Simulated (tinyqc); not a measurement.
Voltage acceleration of oxide breakdown, four models on the same data: one step of the calculation.

Field E = V/tox in MV/cm. Models: ln(t63/1 s) = a - c X with X = E (E model), -1/E (1/E model), ln V (power law, c the exponent n) or sqrt(E).

Question. Fitting the models. The three stress times were made with the power model, c = 40.3, and are treated as data. For each model fit ln t63 on X by least squares over the three points.

Parameters, values chosen for the exercise:
- tox = 4.5 nm (oxide thickness)

```
stress	V (V)	t63 (s)
0	4.71	77160
1	5.34	490
2	6.5	0.1777
```

Give: c; a; largest misfit in ln t63 (0: below 0.002).

Answer.

```
model	c	a	largest misfit in ln t63 (0: below 0.002)
E	3.2398	44.958	0.31765
1/E	495.20	-35.868	0.33245
power	40.300	73.706	0.00000
sqrt E	22.887	85.198	0.16111
```

The worst misfit of any model is 0.33 in ln t63, a factor of 1.39 in time, comparable to the scatter of t63 from small samples, so such data hardly tell the models apart.

Range of the model: All four laws are empirical fits; none is established far below the stress range.

tinyqc, about 0.01 s, one thread, Intel Xeon 2.30GHz (shared host): `OMP_NUM_THREADS=1 python tinyqc.py 2070156 2070157 out.jsonl`
